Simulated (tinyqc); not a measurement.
Shallow acceptor in the spherical model (Baldereschi-Lipari), strong spin-orbit limit. Which input was changed? Computed by tinyqc, a small Python program. Command: `OMP_NUM_THREADS=1 python tinyqc.py 3030871 3030872 out.jsonl acceptor which`. One thread of a shared host (Intel(R) Xeon(R) Processor @ 2.30GHz), about 0.1 s of CPU time with the checks.

The 1S(3/2) state has an s envelope f(r) and a d envelope g(r). In effective units they obey -(f'' + 2f'/r + 2f/r) + mu (g'' + 5g'/r + 3g/r^2) = E f and -(g'' + 2g'/r - 6g/r^2 + 2g/r) + mu (f'' - f'/r) = E g. The cubic term, the split-off band and the central cell are left out.

Inputs (values chosen for the exercise, modelled on silicon):
```
quantity                 value  unit
Luttinger gamma_1         4.34     -
Luttinger gamma_2        0.334     -
Luttinger gamma_3         1.43     -
dielectric constant eps   11.9     -
spin-orbit gap Delta_so   44.6   meV
```

Constants: Ry = 13.605693123 eV; a_0 = 0.529177210903 angstrom.

Method:
- Ry* = Ry/(gamma_1 eps^2), a* = a_0 eps gamma_1, mu = (6 gamma_3 + 4 gamma_2)/(5 gamma_1), delta = (gamma_3 - gamma_2)/gamma_1; spherical masses 1/(gamma_1 (1 - mu)) (heavy) and 1/(gamma_1 (1 + mu)) (light).
- Basis: f_i = exp(-zeta_i r), g_i = r exp(-zeta_i r), weight r^2 dr, s = zeta_i + zeta_j. S_ff = 2/s^3, H_ff = zeta_i zeta_j S_ff - 2/s^2; S_gg = 24/s^5, H_gg = 8/s^3 + 24 zeta_i zeta_j/s^5 - 12/s^4; H(f_i, g_j) = mu (6 zeta_i^2/s^4 + 2 zeta_i/s^3); S_fg = 0. Each function is normalised by sqrt(S_ii).
- Large basis: zeta_i = 0.08 x 1.55^(i-1), i = 1..20 in each channel; overlap eigenvalues below 1e-11 are dropped.
- Binding energies are -E Ry*; the mass that fits is E(1S) eps^2/Ry.

Question. One of these inputs alone was changed, within the range given: Luttinger gamma_1 (2.17 to 8.68); Luttinger gamma_2 (0.167 to 0.668); Luttinger gamma_3 (0.715 to 2.86); dielectric constant eps (5.95 to 23.8). Which one, and to what value?

Results:
```
run     2S(3/2) binding energy (meV)  1S(3/2) binding energy (meV)  light-hole mass (m_0)
before                      7.441603                      27.37382              0.1581478
after                       6.922556                      25.89451              0.1647121
```

Answer.

Each candidate set to reproduce 2S(3/2) binding energy, and what it then gives:
```
candidate                range searched  value needed  1S(3/2) binding energy (meV)  light-hole mass (m_0)
Luttinger gamma_1          2.17 to 8.68         4.542                        25.616                0.15324
Luttinger gamma_2        0.167 to 0.668  out of reach                             -                      -
Luttinger gamma_3         0.715 to 2.86         1.220                        25.895                0.16471
dielectric constant eps    5.95 to 23.8         12.34                        25.465                0.15815
```

Only Luttinger gamma_3 fits every result: it went from 1.43 to 1.22. The next best candidate, dielectric constant eps, misses one result by 4.0 %.

Caution: gamma_3 and gamma_2 differ by more than 0.17 gamma_1: band warping, left out here, adds several per cent to the binding. Caution: the binding exceeds a fifth of the spin-orbit gap Delta_so, so the split-off band, left out, matters.
